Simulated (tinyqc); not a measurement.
Length of a molecular wire: coherent transport through a tight-binding bridge. Computed by the program tinyqc. Command: `OMP_NUM_THREADS=1 python tinyqc.py 113705 113706 out.jsonl`; one thread of a shared host (Intel(R) Xeon(R) Processor @ 2.60GHz), about 1 s.

A uniform bridge between two chains:
```
parameter                        value
site energy (eV)              0.870000
hopping in the bridge (eV)    0.730000
lead hopping (eV)             2.930000
couplings (eV)              0.63, 0.67
E (eV)                        0.170000
```

T = Gamma_L Gamma_R |G_1n|^2 with the self-energies of semi-infinite chains.

Transmission against length:
```
sites           T     ln T
2      9.9060e-01  -0.0094
3      1.3476e-01  -2.0043
4      1.5297e-01  -1.8775
5      9.2542e-01  -0.0775
6      1.2723e-01  -2.0618
7      1.6690e-01  -1.7904
8      8.1235e-01  -0.2078
9      1.2131e-01  -2.1094
10     1.8426e-01  -1.6914
```

E lies inside the band of the bridge (|E - e|/2h = 0.479 < 1): T does not decay but oscillates with length, between 0.121 and 0.991 here, as levels of the bridge pass E.
